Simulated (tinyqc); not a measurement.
Static screening by free carriers, step by step. Values are carried at full precision from step to step, so a last printed digit may differ when a step is redone from the rounded ones.

kF = (3 pi^2 n/Mv)^(1/3), EF = c kF^2/m with c = hbar^2/2m0, n in 1/angstrom^3 (1e-24 per 1/cm^3), e2 = e^2/(4 pi eps0). Thomas-Fermi: qTF^2 = 6 pi e2 n/(eps EF). Debye: qD^2 = 4 pi e2 n/(eps kB T).

Constants: hbar^2/2m0 = 3.80998211 eV angstrom^2; e^2/(4 pi eps0) = 14.39964547 eV angstrom; kB = 8.617333262e-05 eV/K; a0 (Bohr radius) = 0.5291772105 angstrom.

Inputs chosen for the exercise (a free-electron density near that of Ag; shifted at random, so the results belong to these values and not to a real crystal): n = 5.89e+22 1/cm^3 (carrier density); m = 1 m0 (mass of one isotropic valley); Mv = 1 (valleys); eps = 1 (background dielectric constant); T = 300 K; q = 3.38 1/angstrom (wave vector).

## Fermi and screening wave vectors

Also the effective Bohr radius aB = a0 eps/m and rs = (3/(4 pi n))^(1/3)/aB.

kF = 1.2037 1/angstrom
EF at 0 K = 5520 meV
EF/kT = 214
qTF = 1.7018 1/angstrom
qD = 20.304 1/angstrom
aB = 0.5292 angstrom
rs = 3.01

The gas is degenerate, so the Thomas-Fermi value applies. With rs above 1 exchange and correlation, left out here, are not small.

## Lindhard function at one q

Lindhard at zero temperature: eps(q)/eps = 1 + (qTF/q)^2 L(x), x = q/(2 kF), L(x) = 1/2 + ((1 - x^2)/(4x)) ln|(1 + x)/(1 - x)|.

Compare with Thomas-Fermi, 1 + (qTF/q)^2.

x = 1.4040
L(x) = 0.1916
eps(q)/eps, Lindhard = 1.049
eps(q)/eps, Thomas-Fermi = 1.254

The carriers respond with 19 % of their long-wave strength at this q, beyond 2 kF, where no pair of states on the Fermi surface is joined by q.

## Checks

- L(x) at x = 0.7 against the integral over the Fermi sphere: both 0.81595.

tinyqc: `OMP_NUM_THREADS=1 python tinyqc.py 1650254 1650255 out.jsonl`; about 0.01 s, one thread, shared Intel(R) Xeon(R) Processor @ 2.30GHz.
